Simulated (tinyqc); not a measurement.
## Input admittance of a MOSFET at zero drain bias: distributed channel and distributed gate: input impedance against frequency

Source and drain grounded, strong inversion, w = 2 pi f, Cox = eps0 eox/tox. The channel is an RC line of resistance 1/(mu Cox Vo) per square fed from both ends, so one finger has the intrinsic admittance y = i w Cox L tanh(g)/g per width, g = (1/2) sqrt(i w tau), tau = L^2/(mu Vo). The vertical resistance rv/L is in series with y, the overlaps 2 i w Cov in parallel: y_t = 1/(1/y + rv/L) + 2 i w Cov. The gate strip is a line of Rsh/L per length loaded by y_t, so a finger has Y = y_t Wf tanh(k)/k, k = (Wf/sd) sqrt(y_t Rsh/L); the device has Nf Y.

Low-frequency limits, with c = Cox L and ct = c + 2 Cov: R_strip = Rsh Wf/(3 sd^2 L Nf), R_ch = (c/ct)^2 L/(12 mu Cox Vo Wf Nf), R_vert = (c/ct)^2 rv/(L Wf Nf), C = ct Wf Nf. Z = 1/(Nf Y) = R + 1/(i w C), Q = |Im Z|/R, far-point signal |1/cosh k|.

Inputs (values chosen for the exercise); values of the order met in silicon radio-frequency transistors: relative permittivity of the gate insulator (close to aluminium oxide) eox = 8.77; insulator thickness tox = 3.8 nm; channel length L = 0.52 um; finger width Wf = 3.3 um; number of fingers Nf = 16; channel mobility mu = 280 cm^2/(V s); gate overdrive Vo = 0.34 V; sheet resistance of the gate Rsh = 32 ohm/square; vertical resistivity of the gate stack rv = 0 ohm um^2; number of ends at which a finger is contacted sd = 1; overlap and fringe capacitance on each side Cov = 0.2 fF/um.

Constants: eps0 = 8.8541878128e-14 F/cm where lengths are in cm. Results are converted to the units shown.

The same in every row: low-frequency R (ohm) = 8.149.

Input impedance against frequency:
```
f (GHz)	w tau	|k|	R (ohm)	C (fF)	Q	signal at the far point
0.03	0.005354	0.03732	8.149	582.2	1118	1.000
0.09	0.01606	0.06464	8.149	582.2	372.8	1.000
0.3	0.05354	0.1180	8.149	582.2	111.8	1.000
0.7	0.1249	0.1803	8.149	582.1	47.93	0.9997
2	0.3569	0.3046	8.148	581.9	16.78	0.9980
5	0.8923	0.4809	8.141	580.8	6.732	0.9875
10	1.785	0.6763	8.119	576.6	3.400	0.9533
40	7.139	1.237	7.826	516.9	0.9837	0.6680
100	17.85	1.570	7.181	374.7	0.5916	0.4702
```

R falls from 8.15 to 7.18 ohm and C falls from 582 to 375 fF. Q goes as f^(-1.00) between the first two rows and f^(-0.56) between the last two, where w tau = 17.8 and |k| = 1.57. The low-frequency limits hold both R and C within 5 % up to f = 10 GHz among the rows.

Computed by the program tinyqc: `OMP_NUM_THREADS=1 python tinyqc.py 2262017 2262018 out.jsonl`, one thread of a shared Intel Xeon 2.30GHz, about 0.01 s for the whole run.
